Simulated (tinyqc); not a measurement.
## Doping and voltage from widths and field

Inverse problem. In the depletion approximation an abrupt p-n junction has a triangular field: peak E = q Nd xn/(eps0 eps_r) = q Na xp/(eps0 eps_r), W = xn + xp, and Vbi - V = E W/2. Find Nd, Na and Vbi - V.

Parameters, values chosen for the exercise:
- eps_r = 11.9 (relative permittivity)

Constants: q = 1.602176634e-19 C, eps0 = 8.8541878128e-14 F/cm where lengths are in cm. Results are converted to the units shown.

W = 701.50780 nm
peak field = 87.568015 kV/cm
xn = 7.6783789 nm

Solution. Gauss's law on each side gives its doping from the peak field and its width; the voltage is the area of the triangle.

Nd = 7.50e17 cm^-3
Na = 8.30e15 cm^-3
Vbi - V = 3.07 V

tinyqc, about 0.02 s, one thread, Intel Xeon 2.30GHz (shared host): `OMP_NUM_THREADS=1 python tinyqc.py 2000110 2000111 out.jsonl`
